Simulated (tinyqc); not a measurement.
Worked calculation: Luttinger-Kohn k.p, four valence bands. One step of it, computed by the program tinyqc.

Question. Hole masses. E = c [g1 k^2 -/+ 2 sqrt(g2^2 k^4 + 3 (g3^2 - g2^2)(kx^2 ky^2 + ky^2 kz^2 + kz^2 kx^2))] with c = hbar^2/2m, and m* = hbar^2 k^2 / (2 E).

Luttinger parameters chosen for this model; energies are counted downward from the top of the valence band:
```
parameter      value  unit
g1         19.010000
g2          6.860000
g3          8.930000
```

Give: Masses.

Answer.

Masses (electron masses):
```
direction   heavy   light
[100]      0.1890  0.0306
[110]      0.4785  0.0278
[111]      0.8696  0.0271
```
